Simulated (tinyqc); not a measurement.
# Worked calculation: Joule-heated wire on a substrate, fin equation

Program tinyqc, `OMP_NUM_THREADS=1 python tinyqc.py 2520113 2520114 out.jsonl`; Intel Xeon 2.30GHz, shared host, one thread, about 0.01 s. Printed values are rounded.

A wire of length L loses heat along itself to two contacts and sideways to the substrate: kap A theta'' - g theta + p = 0 with theta = T - T0 and p(x) = p0 exp(-((x/L - x0)/sg)^2/2). The ends are held at T0. Constant conductivity, diffusive heat flow.

Inputs (values chosen for the exercise):
```
symbol  value     unit                                  meaning
T0        350        K    temperature of substrate and contacts
kap        23  W/(m K)              conductivity along the wire
A        3700     nm^2                            cross-section
g        0.71  W/(m K)  conductance per length to the substrate
L        2100       nm              length between the contacts
Rc          0     K/uW       thermal resistance of each contact
p0      0.036    uW/nm                  peak heating per length
x0       0.81             place of the hot spot as a share of L
sg        0.1             width of the hot spot as a share of L
```

## Healing length

LH = sqrt(kap A/g); far from the contacts uniform heating p0 would give theta = p0/g.

LH = 346.2068 nm
L/LH = 6.065739
p0/g = 50.70423 K

## The tridiagonal system

Nodes x_i = i h, h = L/8; box widths w_i = h (h/2 at the ends); c = kap A/h; equation of node i: -c theta_(i-1) + d_i theta_i - c theta_(i+1) = b_i with d_i = 2 c + g w_i, b_i = p(x_i) w_i; theta = 0 at the end nodes.

c = 0.3241905 uW/K

```
node   d (uW/K)        b (uW)
1     0.8347560  6.114211e-10
2     0.8347560   1.464517e-6
3     0.8347560   7.352976e-4
4     0.8347560    0.07738322
5     0.8347560      1.707047
6     0.8347560      7.893303
7     0.8347560      7.650452
```

## Temperature rise

Solve -c theta_(i-1) + d_i theta_i - c theta_(i+1) = b_i for nodes 1 to 7, with theta = 0 at nodes 0 and 8.

theta, node 0 to 8 (K): 0.00000  0.51283  1.32048  2.88726  6.11163  12.61085  21.09439  17.35723  0.00000

The hottest node is 6, at 21.09 K above T0; a mesh of 800 steps gives a peak of 21.09 K, so the coarse value is within 0.01 % of it. On the fine mesh 63.9 % of the heat leaves through the substrate and the rest through the contacts.
